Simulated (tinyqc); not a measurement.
Inside a calculation. Model: BCS gap equation with a constant attraction inside the Debye window. Computed by tinyqc, a small Python program that keeps every step. Command: `OMP_NUM_THREADS=1 python tinyqc.py 3028515 3028516 out.jsonl bcs walk`. One thread of a shared host (Intel(R) Xeon(R) Processor @ 2.30GHz), about 0.01 s of CPU time with the checks. Intermediate numbers are printed to about 6 digits and carried at full precision; extremes and crossings named in words are read from the listed rows.

Pairs attract with strength V for |xi| < k_B Theta; N(0) is the density of states for one spin. Energies are given as temperatures (E/k_B, in K) unless marked.

Inputs (values chosen for the exercise, modelled on indium): coupling N(0)V = 0.277; Debye temperature Theta = 110 K; temperature T = 1.17 K.

Solver: fixed point.

Constants: k_B = 8.617333262e-05 eV/K.

## Gap at zero temperature

At T = 0 the gap equation 1/(N(0)V) = int_0^Theta d xi/sqrt(xi^2 + Delta^2) has the integral arcsinh(Theta/Delta), so Delta_0 = Theta/sinh(1/(N(0)V)); weak coupling gives 2 Theta exp(-1/(N(0)V)).

Delta_0 = 5.95512 K

weak-coupling Delta_0 = 5.95076 K

Delta_0 in meV = 0.513172 meV

## Critical temperature

Gap equation: 1/(N(0)V) = I(Delta, T) = int_0^Theta tanh(E/2T)/E d xi, E = sqrt(xi^2 + Delta^2); 64 Gauss-Legendre points in y with xi = max(Delta, T) sinh(y). T_c solves I(0, T_c) = 1/(N(0)V); the weak-coupling form is T_c = (2 e^C/pi) Theta exp(-1/(N(0)V)) with Euler's C = 0.5772157, and 2 Delta_0/T_c then tends to 2 pi e^-C = 3.528.

T_c = 3.37368 K

weak-coupling T_c = 3.37368 K

2 Delta_0/T_c = 3.53034

T_c/Theta = 0.0307; the ratio lies +0.07 % from 3.528, so the universal weak-coupling laws hold.

## One evaluation of the gap equation

Take Delta = Delta_0 as the trial; the fixed-point update is Delta(new) = N(0)V Delta I(Delta, T).

I(Delta_0, T) = 3.60345

updated Delta = 5.94413 K

## Gap at temperature T

Residual r = N(0)V I - 1, with Delta_0 = Theta/sinh(1/(N(0)V)). Fixed point: Delta(new) = Delta (1 + r), from Delta_0. Stop when |r| < 1e-9 or after 40 steps.

Iterations:
```
step  Delta (K)    residual r
1       5.94413  -1.35331e-03
2       5.93609  -9.92756e-04
3       5.93019  -7.28366e-04
4       5.92587  -5.34442e-04
5       5.92271  -3.92180e-04
6       5.92038  -2.87802e-04
7       5.91868  -2.11213e-04
8       5.91743  -1.55010e-04
9       5.91651  -1.13765e-04
...         ...           ...
32      5.91399  -9.25698e-08
33      5.91398  -6.79430e-08
34      5.91398  -4.98678e-08
35      5.91398  -3.66012e-08
36      5.91398  -2.68640e-08
37      5.91398  -1.97172e-08
38      5.91398  -1.44718e-08
39      5.91398  -1.06218e-08
40      5.91398  -7.79601e-09
```

converged (1 yes, 0 no) = 0

Delta(T) = 5.91398 K

Not converged: the residual falls at every step, but slowly, by a factor of about 0.734 a step. The update changes Delta only by the factor 1 + r, and r varies only weakly with Delta.

Reruns converge with solver = secant; or with solver = bisection.
